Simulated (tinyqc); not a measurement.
UHF in the sto-3g basis, for Be+, spin multiplicity 2, step by step (part 2 of 2). Computed by tinyqc, a small Python program that keeps every step (integrals from PySCF). Command: `OMP_NUM_THREADS=1 python tinyqc.py 24027 24028 out.jsonl` (the two numbers bound the seeds that draw the settings). One thread of a shared host (Intel(R) Xeon(R) Processor @ 2.60GHz), about 0.06 s of CPU time with the checks.

Geometry (angstrom):
```
atom         x         y         z
Be    0.000000  0.000000  0.000000
```

## Convergence

Stop when the energy changes by less than 1e-10 hartree and every element of the error matrix X^T (F D S - S D F) X (for each spin) is below 3e-06.

Course of the cycle:
```
iteration   E (hartree)     change  largest element of the error matrix
1          -14.08975364          -                             1.85e-01
2          -14.09198325  -2.23e-03                             1.36e-01
3          -14.09363514  -1.65e-03                             9.94e-02
4          -14.09484047  -1.21e-03                             7.29e-02
5          -14.09571054  -8.70e-04                             5.34e-02
6          -14.09633375  -6.23e-04                             3.92e-02
7          -14.09677761  -4.44e-04                             2.87e-02
8          -14.09709240  -3.15e-04                             2.11e-02
9          -14.09731496  -2.23e-04                             1.54e-02
10         -14.09747193  -1.57e-04                             1.13e-02
11         -14.09758245  -1.11e-04                             8.30e-03
12         -14.09766015  -7.77e-05                             6.09e-03
13         -14.09771473  -5.46e-05                             4.46e-03
14         -14.09775303  -3.83e-05                             3.27e-03
...                 ...        ...                                  ...
38         -14.09784276  -7.40e-09                             1.91e-06
39         -14.09784277  -5.18e-09                             1.40e-06
40         -14.09784277  -3.63e-09                             1.03e-06
41         -14.09784278  -2.54e-09                             7.52e-07
42         -14.09784278  -1.78e-09                             5.52e-07
43         -14.09784278  -1.24e-09                             4.04e-07
44         -14.09784278  -8.71e-10                             2.97e-07
45         -14.09784278  -6.09e-10                             2.17e-07
46         -14.09784278  -4.27e-10                             1.59e-07
47         -14.09784278  -2.99e-10                             1.17e-07
48         -14.09784278  -2.09e-10                             8.57e-08
49         -14.09784278  -1.46e-10                             6.29e-08
50         -14.09784278  -1.02e-10                             4.61e-08
51         -14.09784278  -7.17e-11                             3.38e-08
```

PySCF UHF in the same basis, after a stability check = -14.09784278 hartree

Converged in 51 iterations.

## Populations

D(alpha) after iteration 51, lower triangle:
```
            1Be 1s    1Be 2s   1Be 2px   1Be 2py   1Be 2pz
1Be 1s    1.072213
1Be 2s   -0.278258  1.072213
1Be 2px   0.000000  0.000000  0.000000
1Be 2py   0.000000  0.000000  0.000000  0.000000
1Be 2pz   0.000000  0.000000  0.000000  0.000000  0.000000
```

D(beta) after iteration 51, lower triangle:
```
           1Be 1s    1Be 2s   1Be 2px   1Be 2py   1Be 2pz
1Be 1s   0.985847
1Be 2s   0.025952  0.000683
1Be 2px  0.000000  0.000000  0.000000
1Be 2py  0.000000  0.000000  0.000000  0.000000
1Be 2pz  0.000000  0.000000  0.000000  0.000000  0.000000
```

overlap S, lower triangle:
```
           1Be 1s    1Be 2s   1Be 2px   1Be 2py   1Be 2pz
1Be 1s   1.000000
1Be 2s   0.259517  1.000000
1Be 2px  0.000000  0.000000  1.000000
1Be 2py  0.000000  0.000000  0.000000  1.000000
1Be 2pz  0.000000  0.000000  0.000000  0.000000  1.000000
```

Mulliken: Z minus the diagonal of D S on the atom; Loewdin: the same with S^(1/2) D S^(1/2).

Charges (e):
```
atom  Mulliken   Loewdin  Mulliken spin
1Be   1.000000  1.000000       1.000000
```

<S^2> of the determinant (pure state: 0.75) = 0.750000
